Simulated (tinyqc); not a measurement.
Inside a calculation. Method: plane-wave Kohn-Sham cycle with exchange-only LDA in a layered model solid. One step of it, computed by the program tinyqc.

Question. Iteration 1: potential. V_H(G) = 4 pi rho(G)/G^2 for G != 0 (uniform background); v_x = -(3 rho/pi)^(1/3); V = V_ext + V_H + v_x; Fourier components f(G_m) = (1/N) sum_j f(x_j) exp(-i G_m x_j).

A solid whose potential varies along x alone (atomic units):
```
parameter                      value
period a                   12.000000
cross-section of the cell  20.000000
electrons per cell                 4
grid points                       16
plane waves -n..n, n               3
k points                           4
V1 in V1 cos(2 pi x/a)     -0.320000
V2 in V2 cos(4 pi x/a)     -0.190000
```

density at the start, on the grid x_j = j a/N (e/bohr^3): [0.01666667, 0.01666667, 0.01666667, 0.01666667, 0.01666667, 0.01666667, 0.01666667, 0.01666667, 0.01666667, 0.01666667, 0.01666667, 0.01666667, 0.01666667, 0.01666667, 0.01666667, 0.01666667]

Give: Potentials on the grid; V(G_m), m = 0, 1, 2, ....

Answer.

Potentials on the grid (hartree):
```
x        V_ext    V_H     v_x       V
0.000   -0.510  0.000  -0.252  -0.762
0.750   -0.430  0.000  -0.252  -0.682
1.500   -0.226  0.000  -0.252  -0.478
2.250    0.012  0.000  -0.252  -0.240
3.000    0.190  0.000  -0.252  -0.062
3.750    0.257  0.000  -0.252   0.005
4.500    0.226  0.000  -0.252  -0.025
5.250    0.161  0.000  -0.252  -0.090
6.000    0.130  0.000  -0.252  -0.122
6.750    0.161  0.000  -0.252  -0.090
7.500    0.226  0.000  -0.252  -0.025
8.250    0.257  0.000  -0.252   0.005
9.000    0.190  0.000  -0.252  -0.062
9.750    0.012  0.000  -0.252  -0.240
10.500  -0.226  0.000  -0.252  -0.478
11.250  -0.430  0.000  -0.252  -0.682
```

V(G_m), m = 0, 1, 2, ... (hartree): [-0.252, -0.160, -0.095, 0.000, 0.000, 0.000, 0.000]
